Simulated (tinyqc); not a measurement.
Trap in a gate oxide as a short-range spherical well: one step. Peak of the photo-ionisation cross-section. Two cases, with inputs chosen for the exercise.

Question. The maximum lies at x = 2. Give the photon energy, its wavelength and sigma there.

Lucovsky model (delta well, plane-wave final states, no local-field factor): sigma = (32 pi alpha c/(3 n_r m Et)) (x - 1)^(3/2)/x^3, x = h nu/Et, c = hbar^2/2m0; 1 angstrom^2 = 1e-16 cm^2.

Constants: hbar^2/2m0 = 3.80998211 eV angstrom^2; fine-structure constant alpha = 0.007297352564; hc = 1239.841984 eV nm.

Give: h nu; wavelength; sigma.

Case 1.

Values chosen (out of a larger set: near those of HfO2 on Si; not measured data): m = 0.201 m0 (mass); n_r = 1.9 (refractive index).

Et = 1.490717 eV

Answer.

h nu = 2.981 eV
wavelength = 416 nm
sigma = 20.5 x 1e-18 cm^2

With 47 % of the state outside the well the delta-well form is only a rough model of this centre.

Case 2.

Values chosen (out of a larger set: near those of HfO2 on Si; not measured data): m = 0.204 m0 (mass); n_r = 1.89 (refractive index).

Et = 1.051164 eV

Answer.

h nu = 2.102 eV
wavelength = 590 nm
sigma = 28.7 x 1e-18 cm^2

With 38 % of the state outside the well the delta-well form is only a rough model of this centre.

Computed by tinyqc, one run a case: `OMP_NUM_THREADS=1 python tinyqc.py N N+1 out.jsonl` with N = 1250340, 1250359; one thread of a shared Intel(R) Xeon(R) Processor @ 2.30GHz, about 0.01 s a run at most.
